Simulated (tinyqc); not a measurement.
# Absorption edge of a degenerate semiconductor, band filling against gap narrowing: two studies

n-type, parabolic bands, full ionisation. eta = (EF - Ec)/kB T solves N = Nc F12(eta), F12(x) = (2/sqrt(pi)) int_0^infinity sqrt(u)/(1 + exp(u - x)) du. The gap shrinks rigidly by dEg = a3 y^(1/3) + a4 y^(1/4) + a2 y^(1/2), y = N/1e18 cm^-3, an empirical law that is here taken as the true narrowing.

Values chosen for this exercise; band and dielectric values close to those of gallium arsenide:
- T = 300 K (temperature)
- Eg = 1.41 eV (band gap)
- Nc = 4.46e17 cm^-3 (conduction-band density of states at 300 K, from me)
- me = 0.0681 m0 (electron mass)
- mh = 0.499 m0 (hole mass)
- a3 = 9.9 meV (coefficient of (N/1e18)^(1/3))
- a4 = 8.8 meV (coefficient of (N/1e18)^(1/4))
- a2 = 3.4 meV (coefficient of (N/1e18)^(1/2))

Constants: q = 1.602176634e-19 C, kB = 1.380649e-23 J/K, Vt = kB T/q. Results are converted to the units shown.

Each table varies one quantity; the others keep the values above.

## The optical edge against doping

Vertical transitions need an empty final state: the edge is taken where the state lies 4 kB T below EF, E_opt = Eg - dEg + (1 + me/mh) max(eta - 4, 0) kB T; wavelength h c/(q E_opt).

The optical edge against doping:
```
N (cm^-3)      eta  dEg (meV)  filling shift (meV)  E_opt (eV)
9.3e16      -1.494      10.38                    0       1.400
1.8e17     -0.7655      12.76                    0       1.397
3.6e17     0.06802      15.90                    0       1.394
7.2e17       1.037      19.86                    0       1.390
1.4e18       2.209      24.67                    0       1.385
2.8e18       3.892      31.03                    0       1.379
5.6e18       6.400      39.16                70.51       1.441
1.1e19       10.16      49.32                181.0       1.542
2.2e19       16.21      62.75                358.7       1.706
4.3e19       25.39      79.51                628.4       1.959
```

E_opt goes from 1.40 through a minimum of 1.38 (at N = 2.8e18 cm^-3 among the rows listed) to 1.96 eV, against Eg = 1.41 eV; the filling shift is 0 while eta is below 4. At the end narrowing grows as N^(0.35) and EF - Ec as N^(0.67). Filling therefore wins at high density. For N = 1.1e19, 2.2e19, 4.3e19 EF lies more than 0.2 eV in the band, where non-parabolicity lowers it markedly.

## Approximations to the Fermi level

With u = N/Nc: Boltzmann ln u; Joyce-Dixon ln u + 0.353553 u - 4.95009e-3 u^2 + 1.48386e-4 u^3 - 4.42563e-6 u^4; degenerate limit (3 sqrt(pi) u/4)^(2/3). The Einstein ratio is D/(mu Vt) = F12/Fm, Fm(x) = dF12/dx = (1/sqrt(pi)) int_0^infinity u^(-1/2)/(1 + exp(u - x)) du.

Approximations to the Fermi level:
```
N (cm^-3)     N/Nc      eta  Boltzmann  Joyce-Dixon  degenerate  D/(mu Vt)
2.5e16     0.05605   -2.862     -2.881       -2.862      0.1771      1.020
5.6e16      0.1256   -2.031     -2.075       -2.031      0.3032      1.044
1.2e17      0.2691   -1.218     -1.313       -1.218      0.5039      1.094
2.8e17      0.6278  -0.2455    -0.4655      -0.2455      0.8864      1.218
6.3e17       1.413   0.8353     0.3454       0.8353       1.522      1.481
1.4e18       3.139    2.209      1.144        2.209       2.592      2.024
3.1e18       6.951    4.198      1.939        4.197       4.403      3.095
7e18         15.70    7.467      2.753        7.388       7.579      5.132
1.6e19       35.87    13.09      3.580        9.414       13.15      8.810
```

Boltzmann is within 0.1 of eta up to N/Nc = 0.27, Joyce-Dixon within 0.01 up to 7.0, and the degenerate limit is off by 0.063 in the last row. The Einstein ratio rises from 1.02 to 8.81: degenerate carriers diffuse faster for the same mobility.

Range of the model: Band tails, non-parabolic bands and incomplete ionisation are left out.

Numbers from tinyqc (`OMP_NUM_THREADS=1 python tinyqc.py 2330110 2330111 out.jsonl`; about 0.01 s on one thread of a shared Intel Xeon 2.30GHz).
